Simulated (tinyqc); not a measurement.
Sub-threshold conduction and electro-thermal threshold of an amorphous chalcogenide: course of the iteration.

Trap-limited conduction: I = I0 exp(-Ea/kB T) sinh(q V dz/(2 ua kB T)), I0 = 2 q A Nt dz/ta. One lumped temperature T = T0 + Rt I V. The threshold is the largest V for which a steady state exists on the low-current branch.

I at the present T, then T(new) = T0 + Rt I V.

Stop when T changes by less than 1e-7 K; give up above 900 K or after 200 iterations.

Inputs (values chosen for the exercise); values of the order of Ge-Sb-Te and related chalcogenides:
```
symbol   value   unit                             meaning
T0         300      K                 ambient temperature
A         2100   nm^2                       cross-section
ua          21     nm                 amorphous thickness
dz         5.7     nm              distance between traps
Ea         0.3     eV                   activation energy
Nt      5.1e18  cm^-3                        trap density
ta       1e-14      s                        attempt time
Rt         5.1   K/uW                  thermal resistance
V         1.29      V  voltage across the amorphous layer
```

Constants: q = 1.602176634e-19 C, kB = 1.380649e-23 J/K. Results are converted to the units shown.

T at the start = 300 K

Course of the iteration:
```
iteration  T(new) (K)   I (uA)  change (K)
1             351.266  7.79232        51.3
2             403.781  15.7747        52.5
3             477.511  26.9815        73.7
4             608.972  46.9633         131
5             894.416  90.3506         285
6             1558.78  191.334         664
```

Did this iteration meet its convergence test, and what does its course show?

No. The temperature runs past 900 K in 6 iterations. V exceeds the threshold of 1.176 V (reached at T = 396.6 K), so no steady state exists on the low branch: this is thermal runaway, not a numerical fault. At V = 1.12 V the same loop settles at 331.3 K; the branch beyond the threshold is reached by fixing T or I instead of V.

Range of the model: Purely electronic switching mechanisms, filaments and series resistance are left out.

Program tinyqc, `OMP_NUM_THREADS=1 python tinyqc.py 2490101 2490102 out.jsonl`; Intel Xeon 2.30GHz, shared host, one thread, about 0.01 s.
